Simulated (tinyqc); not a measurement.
Monte Carlo simulation of one carrier in a uniform electric field: one step, computed by the program tinyqc. Command: `OMP_NUM_THREADS=1 python tinyqc.py 3009420 3009421 out.jsonl mcfl walk`. One thread of a shared host (Intel(R) Xeon(R) Processor @ 2.30GHz), about 1 s of CPU time with the checks.

The force e F acts along +z. Flights end at the constant total rate Gamma; the part of Gamma that the real rates do not fill is self-scattering, which leaves k unchanged. One valley, no impurities; equivalent final valleys enter only through Z_f in the optical rate.

Question. Flight 2. Kane band: hbar^2 k^2/(2 m) = E (1 + alpha E), speed v = hbar k/(m (1 + 2 alpha E)), states per spin, volume and energy g(E) = m k (1 + 2 alpha E)/(2 pi^2 hbar^2); overlap factors are set to 1. Masses are multiplied by m_0 and all formulas are in SI units. Flight: t = -ln(r1)/Gamma; k_z grows by e F t/hbar; E follows from the band; dz = (E_end - E_start)/(e F). Use row 2 of the random numbers.

Inputs (values chosen for the exercise, modelled on electrons in silicon):
```
quantity                value   unit
effective mass m        0.322    m_0
non-parabolicity alpha    0.5   1/eV
lattice temperature T     150      K
electric field F           14  kV/cm
```

Crystal: non-polar. Band: Kane.

k after event 1, the start of the next flight (1/nm): -0.0870000  -0.2700000  -0.1875373

Random numbers (0.02 to 0.98, from up to 60 sets tried for early real events), one row a flight:
```
       r1      r2      r3      r4
1  0.8105  0.6694  0.7713  0.6673
2  0.5357  0.0275  0.0390  0.1643
3  0.5636  0.1331  0.2859  0.4185
4  0.6958  0.3694  0.1623  0.3224
5  0.2847  0.9158  0.5012  0.8202
6  0.8604  0.3194  0.9157  0.1365
7  0.8784  0.8203  0.9190  0.5257
```

Gamma = 35.85792 1e12/s

Constants: e = 1.602176634e-19 C; hbar = 1.054571817e-34 J s; m_0 = 9.1093837015e-31 kg.

Give: flight time t; k at the end of the flight; energy at the end; displacement dz.

Answer.

flight time t = 17.41 fs

k at the end of the flight (1/nm): -0.0870  -0.2700  -0.1505

energy at the end = 12.13 meV

displacement dz = -1.044 nm
